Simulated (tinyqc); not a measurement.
Surface photovoltage measurement of the minority-carrier diffusion length in a wafer: one step, computed by the program tinyqc. Command: `OMP_NUM_THREADS=1 python tinyqc.py 3130292 3130293 out.jsonl spv walk`. One thread of a shared host (Intel(R) Xeon(R) Processor @ 2.30GHz), about 0.01 s of CPU time with the checks.

Low injection, steady light, a depletion layer much thinner than 1/alpha and L. The excess density dn is taken at the front edge of the neutral region; light that reaches the back is lost.

Problem. The linear plot. alpha = (84.732/lambda - 76.417)^2 per cm with lambda in micrometre (an empirical fit for silicon between 0.7 and 1.05 micrometre). Thick wafer: dn = Phi L/((S_f + D/L)(L + 1/alpha)). Finite wafer, with s = S_b L/D, w = W/L, a = alpha L: dn = [Phi a/(a^2 - 1)] [a - B - exp(-alpha W)(a - s)/(cosh w + s sinh w)]/(S_f + B D/L), B = (sinh w + s cosh w)/(cosh w + s sinh w). Readings y = (Phi/dn) (1 + noise x g) at 780, 830, 880, 920, 950, 975 and 995 nm; a least-squares line y = c (1/alpha + L_app) gives L_app = intercept/slope.

Inputs (values chosen for the exercise, modelled on p-type silicon at room temperature): diffusion length L = 220 micrometre; wafer thickness W = 625 micrometre; diffusivity D = 25.6 cm^2/s; front recombination velocity S_f = 2000 cm/s; back recombination velocity S_b = 4100 cm/s; photon flux entering = 1.6e+11 1/(cm^2 s); relative noise of each reading = 0 %.

normal deviates g for the noise: [1.00, -1.51, 0.71, 0.97, 0.58, -0.54, -0.95]

Give: the table «Readings» with the columns 1/alpha (micrometre), y (cm/s), line (cm/s), for lambda (nm) = 780, 830, 880, 920, 950, 975, 995; slope; apparent length L_app; error of L_app (rounded to 0.001).

Solution.

Readings:
```
lambda (nm)  1/alpha (micrometre)  y (cm/s)  line (cm/s)
780                           9.6      3307         3305
830                          15.2      3388         3386
880                          25.3      3535         3534
920                          40.7      3757         3758
950                          61.3      4056         4059
975                          90.9      4489         4492
995                         130.9      5078         5075
```

slope = 14.60 cm/(s micrometre)

apparent length L_app = 216.8 micrometre

error of L_app (rounded to 0.001) = -1.446 %

Without noise the error would be -1.4 %, from the finite thickness at W/L = 2.8. S_f scales all readings alike and leaves L_app unchanged.
